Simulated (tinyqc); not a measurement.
From results back to parameters: phonon-assisted absorption at an indirect gap. Three cases, with inputs chosen for the exercise.

Problem. One phonon: alpha = A [N (E - Eg + w)^2 + (N + 1)(E - Eg - w)^2], each term only above its threshold, N = 1/(exp(w/kB Tm) - 1). The first two energies lie below the emission threshold and the third above it.

Constants: kB = 8.617333262e-05 eV/K.

Find: slope sqrt(A N); threshold Eg - w; w; Eg; A.

Method. sqrt(alpha) at the first two energies is a line with slope sqrt(A N) and intercept Eg - w. The excess at the third energy is A N exp(w/kB Tm) (E - (Eg - w) - 2w)^2, which has one root w with the emission threshold between the second and third energies.

Case 1.

Values chosen (out of a larger set: loosely those of Si at room temperature; Eg is not tied to T; not measured data): Es = (1.098, 1.168, 1.231) eV (three photon energies); Tm = 300 K.

alpha at the three energies (1/cm): 0.1657606  2.801560  12.88304

Solution.

slope sqrt(A N) = 18.09 1/(cm^(1/2) eV)
threshold Eg - w = 1.0755 eV
w = 57.5 meV
Eg = 1.133 eV
A = 2.7e+03 1/(cm eV^2)

Case 2.

Values chosen (out of a larger set: loosely those of GaP at room temperature; Eg is not tied to T; not measured data): Es = (2.215, 2.269, 2.326) eV (three photon energies); Tm = 250 K.

alpha at the three energies (1/cm): 0.2617685  4.485600  25.44826

Solution.

slope sqrt(A N) = 29.75 1/(cm^(1/2) eV)
threshold Eg - w = 2.1978 eV
w = 44.2 meV
Eg = 2.242 eV
A = 6.0e+03 1/(cm eV^2)

Case 3.

Values chosen (out of a larger set: loosely those of SiC at room temperature; Eg is not tied to T; not measured data): Es = (3.205, 3.291, 3.36) eV (three photon energies); Tm = 400 K.

alpha at the three energies (1/cm): 0.4701814  7.244066  25.46548

Solution.

slope sqrt(A N) = 23.32 1/(cm^(1/2) eV)
threshold Eg - w = 3.1756 eV
w = 72.4 meV
Eg = 3.248 eV
A = 3.9e+03 1/(cm eV^2)

Computed by tinyqc, one run a case: `OMP_NUM_THREADS=1 python tinyqc.py N N+1 out.jsonl` with N = 1650591, 1650615, 1650679; one thread of a shared Intel(R) Xeon(R) Processor @ 2.30GHz, about 0.01 s a run at most.
